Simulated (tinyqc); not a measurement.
What moves the results: deep level as a short-range spherical well. A value that a table varies takes the place of the one given here.

A spherical well of radius R and depth V0 below the conduction edge, one mass m, c = hbar^2/2m0. The s level at binding Et solves k cot(k R) = -kappa with k = sqrt(m (V0 - Et)/c), kappa = sqrt(m Et/c); it exists for V0 > Vc = c (pi/2R)^2/m. Outside, psi falls as exp(-kappa r)/r.

Lucovsky model (delta well, plane-wave final states, no local-field factor): sigma = (32 pi alpha c/(3 n_r m Et)) (x - 1)^(3/2)/x^3, x = h nu/Et, c = hbar^2/2m0; 1 angstrom^2 = 1e-16 cm^2.

Constants: hbar^2/2m0 = 3.80998211 eV angstrom^2; fine-structure constant alpha = 0.007297352564; e^2/(4 pi eps0) = 14.39964547 eV angstrom; kB = 8.617333262e-05 eV/K.

Inputs chosen for the exercise (near those of Ge; shifted at random, so the results belong to these values and not to a real crystal): R = 2.8 angstrom (radius of the well); m = 0.121 m0 (mass); fV = (1.04, 1.12, 1.24, 1.65, 2.36, 3.31, 4.98) (V0/Vc); n_r = 4.12 (refractive index); xs = (1.04, 1.21, 1.56, 1.93, 2.36, 2.62, 4.93, 6.79) (photon energies h nu/Et); eps = 15.5 (static dielectric constant); T = 300 K (temperature); Fs = (2, 10, 30, 70, 150, 300) kV/cm (fields).

## From threshold to a deep level

Et against the depth at fixed R; near threshold Et = (pi^2/16)(V0 - Vc)^2/Vc.

Results:

| V0/Vc | V0 (eV) | Et (eV) | threshold form (eV) | 1/kappa (angstrom) | share outside |
|---|---|---|---|---|---|
| 1.04 | 10.306 | 0.009502 | 0.009780 | 57.6 | 0.953 |
| 1.12 | 11.099 | 0.08095 | 0.08802 | 19.7 | 0.869 |
| 1.24 | 12.288 | 0.3000 | 0.3521 | 10.2 | 0.766 |
| 1.65 | 16.351 | 1.766 | 2.583 | 4.2 | 0.536 |
| 2.36 | 23.387 | 5.805 | 11.31 | 2.3 | 0.341 |
| 3.31 | 32.801 | 12.64 | 32.62 | 1.6 | 0.222 |
| 4.98 | 49.350 | 26.39 | 96.83 | 1.1 | 0.131 |

What does this show, and why?

The threshold form holds to 10 % up to V0/Vc = 1.12 of those listed. There the state is mostly outside the well (95 % in the first row) and knows only Et, which is why a delta-well model works; more than half is inside from V0/Vc = 2.36 on. A second s level would need V0/Vc > 9. From V0/Vc = 1.65 on Et exceeds the gap of the host, about 0.7 eV, so those rows only show the model.

## Neutral against charged centre

Et = 0.52888 eV

Lucovsky cross-section, its shape relative to the peak, and the shape of a hydrogen-like centre relative to threshold: x^-4 exp(4 - 4 atan(e)/e)/(1 - exp(-2 pi/e)), e = sqrt(x - 1).

Results:

| x | h nu (eV) | sigma (1e-18 cm^2) | relative to peak | hydrogen-like |
|---|---|---|---|---|
| 1.04 | 0.550 | 2.51 | 0.057 | 0.901 |
| 1.21 | 0.640 | 19.2 | 0.435 | 0.599 |
| 1.56 | 0.825 | 39.0 | 0.883 | 0.297 |
| 1.93 | 1.021 | 44.1 | 0.998 | 0.163 |
| 2.36 | 1.248 | 42.6 | 0.965 | 0.092 |
| 2.62 | 1.386 | 40.5 | 0.917 | 0.068 |
| 4.93 | 2.607 | 23.0 | 0.520 | 0.010 |
| 6.79 | 3.591 | 15.7 | 0.356 | 0.004 |

How do the results move?

The short-range centre starts from zero, reaches half its peak at x = 1.24 and peaks at x = 2; in the last row it still has 36 % of the peak. The Coulomb centre is largest at threshold and is down to 0.4 % there. Reading the peak as the threshold would misplace the level by a factor 2, here 0.53 eV. Rows above the gap, about 0.7 eV, are hidden by band-to-band absorption.

## Emission in a field

Barrier lowering for a charged centre (Poole-Frenkel) is 2 sqrt(q e F/eps), q = e^2/(4 pi eps0), and for the neutral well e F R; the one-dimensional enhancement is exp(lowering/kB T). 1 kV/cm = 1e-5 V/angstrom; tunnelling is left out.

Results:

| F (kV/cm) | lowering, charged (meV) | enhancement | saddle at (angstrom) | lowering, neutral (meV) | enhancement |
|---|---|---|---|---|---|
| 2 | 8.6 | 1.40 | 216 | 0.06 | 1.002 |
| 10 | 19.3 | 2.11 | 96 | 0.28 | 1.011 |
| 30 | 33.4 | 3.64 | 56 | 0.84 | 1.033 |
| 70 | 51.0 | 7.19 | 36 | 1.96 | 1.079 |
| 150 | 74.7 | 18.0 | 25 | 4.20 | 1.176 |
| 300 | 105.6 | 59.4 | 18 | 8.40 | 1.384 |

What does this show, and why?

At 300 kV/cm the charged centre emits 59.4 times faster and the neutral one 1.38 times: the logarithm of the enhancement is linear in sqrt(F) for the first and in F for the second, which tells the charge state. The largest lowering is 20 % of Et.

Run: tinyqc, `OMP_NUM_THREADS=1 python tinyqc.py 1280887 1280888 out.jsonl`; Intel(R) Xeon(R) Processor @ 2.30GHz, one thread, shared host; about 0.01 s of CPU time with all checks.
